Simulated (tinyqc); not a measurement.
Mobility of a non-polar semiconductor in the relaxation-time approximation: one step, computed by the program tinyqc.

Each valley is treated as a sphere of mass m_d for states and rates, with one isotropic relaxation time; the conductivity mass m_c sets the current.

Task: Masses. m_d = (m_l m_t^2)^(1/3); 1/m_c = (1/m_l + 2/m_t)/3; Hall mass factor A = 3 K_m (K_m + 2)/(2 K_m + 1)^2, K_m = m_l/m_t; N_I = n (1 + C)/(1 - C).

Inputs (values chosen for the exercise, modelled on electrons in germanium): longitudinal mass m_l = 1.63 m_0; transverse mass m_t = 0.0844 m_0; carrier density n = 1.2e+16 1/cm^3; compensation ratio C = 0.

Band: Kane. Impurity formula: Conwell-Weisskopf. Further scattering: alloy.

Give: density-of-states mass m_d; conductivity mass m_c; Hall mass factor A; ionised impurity density N_I.

Result:

density-of-states mass m_d = 0.22644 m_0

conductivity mass m_c = 0.12341 m_0

Hall mass factor A = 0.78642

ionised impurity density N_I = 1.20e+16 1/cm^3
